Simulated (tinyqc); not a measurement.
Comparisons within one model: static screening by free carriers. A value that a table varies takes the place of the one given here.

kF = (3 pi^2 n/Mv)^(1/3), EF = c kF^2/m with c = hbar^2/2m0, n in 1/angstrom^3 (1e-24 per 1/cm^3), e2 = e^2/(4 pi eps0). Thomas-Fermi: qTF^2 = 6 pi e2 n/(eps EF). Debye: qD^2 = 4 pi e2 n/(eps kB T).

F_j(eta) = (1/Gamma(j + 1)) integral_0^infinity x^j dx/(1 + exp(x - eta)), which tends to exp(eta) for eta << 0.

At finite T: qs^2 = qD^2 F_-1/2(eta)/F_1/2(eta), where n = Mv N F_1/2(eta) and N = 2 (m kB T/(4 pi c))^(3/2) with c = hbar^2/2m0, in 1/angstrom^3; times 1e24 for 1/cm^3.

Donor in the screened potential -(e2/eps) exp(-qs r)/r with the trial function exp(-r/a): E(a) = c/(m a^2) - (e2/eps) 4/(a (2 + qs a)^2), e2 = e^2/(4 pi eps0), c = hbar^2/2m0; isotropic mass.

Lindhard at zero temperature: eps(q)/eps = 1 + (qTF/q)^2 L(x), x = q/(2 kF), L(x) = 1/2 + ((1 - x^2)/(4x)) ln|(1 + x)/(1 - x)|.

Constants: hbar^2/2m0 = 3.80998211 eV angstrom^2; e^2/(4 pi eps0) = 14.39964547 eV angstrom; kB = 8.617333262e-05 eV/K; a0 (Bohr radius) = 0.5291772105 angstrom.

Inputs chosen for the exercise (near those of InAs; not measured data): m = 0.0265 m0 (mass of one isotropic valley); Mv = 1 (valleys); eps = 15.4 (background dielectric constant); T = 300 K; n = 5.5e+17 1/cm^3 (carrier density).

## Screening unbinds the donor

All carriers n are taken as free and screen with qs(T); E(a) is minimised over a; a dash marks no bound state. aB = a0 eps/m.

Donor level:
```
n (1/cm^3)  n^(1/3) aB  qs aB  E (meV)   a/aB
3.0e+11          0.021  0.004    -1.51  1.000
2.0e+12          0.039  0.009    -1.49  1.000
1.0e+13          0.066  0.021    -1.46  1.000
3.0e+13          0.096  0.036    -1.41  1.001
9.0e+13          0.138  0.062    -1.34  1.003
2.0e+14          0.180  0.093    -1.26  1.006
6.0e+14          0.259  0.160    -1.09  1.016
1.0e+15          0.308  0.207    -0.98  1.027
```

aB = 307.5 angstrom

The level rises from -1.51 meV at the lowest density to -0.98 meV at 1e+15 1/cm^3, against -1.52 meV unscreened. It stays bound over this range. This trial function loses binding at qs aB = 1 and the exact Yukawa problem at 1.19; the Mott rule of thumb is n^(1/3) aB = 0.26 (rows below ni, about 9e+14 1/cm^3 for this gap, are formal: thermal pairs then set the screening), which the last bound row of this table passes: the rule belongs to low temperature, and thermal carriers screen more weakly.

## From Debye to Thomas-Fermi

Screening lengths (angstrom):
```
n (1/cm^3)    eta  Debye  Thomas-Fermi  finite T
3.0e+14     -5.89   2708         341.5      2709
2.0e+15     -3.98   1049         248.9      1052
1.0e+16     -2.35  469.1         190.4     476.6
4.0e+16     -0.87  234.5         151.1     249.2
2.0e+17      1.25  104.9         115.5     133.6
5.0e+17      3.07  66.33         99.18     104.0
2.0e+18      8.35  33.17         78.72     79.21
6.0e+18     17.53  19.15         65.55     65.64
```

Debye is within 5 % of the finite-T length up to 1e+16 1/cm^3 of the densities listed and Thomas-Fermi from 5e+17 on. The length goes as n^-0.50 at the low end and n^-0.17 at the high end, against the limits -1/2 and -1/6. Both limits give too short a length.

## Static response in three, two and one dimensions

kF = 0.0253471 1/angstrom
qTF = 0.0102443 1/angstrom

x = q/(2 kF). Response over its long-wave value: L3 as above; L2 = 1 for x <= 1 and 1 - sqrt(1 - 1/x^2) beyond; L1 = ln|(1 + x)/(1 - x)|/(2x).

Response:
```
x         L3     L2     L1  eps(q)/eps, Lindhard 3D  Thomas-Fermi
0.101  0.997  1.000  1.003                    4.990         5.003
0.303  0.969  1.000  1.032                    1.431         1.445
0.506  0.910  1.000  1.101                    1.145         1.159
0.708  0.811  1.000  1.247                    1.066         1.081
0.910  0.644  1.000  1.679                    1.032         1.049
0.991  0.524  1.000  2.724                    1.022         1.042
1.032  0.435  0.753  2.011                    1.017         1.038
1.113  0.343  0.561  1.316                    1.011         1.033
1.315  0.223  0.351  0.758                    1.005         1.024
1.618  0.139  0.214  0.446                    1.002         1.016
2.225  0.070  0.107  0.218                    1.001         1.008
```

Next to x = 1 the table has L3 = 0.524 and 0.435, L2 = 1.000 and 0.753, L1 = 2.724 and 2.011: an infinite slope in 3D, a kink in 2D and a logarithmic peak in 1D, where the whole Fermi surface is joined by 2 kF. These features give Friedel oscillations of period pi/kF = 124 angstrom at zero temperature; they wash out once kT nears EF, so this table, for T = 0, describes the gas only where EF is well above kT. Thomas-Fermi overstates eps(q) by 1.3 % at x = 0.506 and by 1.3 % at x = 1.618.

## What sets the screening length

All results formed anew. Each row changes one parameter from the base and keeps the others.

Results:
```
case                Debye (angstrom)  Thomas-Fermi (angstrom)  finite T (angstrom)
base                           63.25                    97.62                101.8
n = 1.1e+18 1/cm^3             44.72                    86.97                88.27
m = 0.0345 m0                  63.25                    85.55                91.85
eps = 18.48                    69.28                    106.9                111.5
T = 360 K                      69.28                    97.62                103.7
Mv = 2                         63.25                    77.48                85.81
```

The largest shifts from the base row, up to three for each result and ties (the steps differ in size, so this ranks the rows, not the parameters). Debye (angstrom): n -18.5, T +6.04, eps +6.04; unchanged at the printed digits by m and Mv. Thomas-Fermi (angstrom): Mv -20.1, m -12.1, n -10.6; unchanged at the printed digits by T. finite T (angstrom): Mv -16.0, n -13.5, m -9.91.

(tinyqc, `OMP_NUM_THREADS=1 python tinyqc.py 1680081 1680082 out.jsonl`, Intel(R) Xeon(R) Processor @ 2.30GHz, 1 thread, shared host, about 0.01 s.)
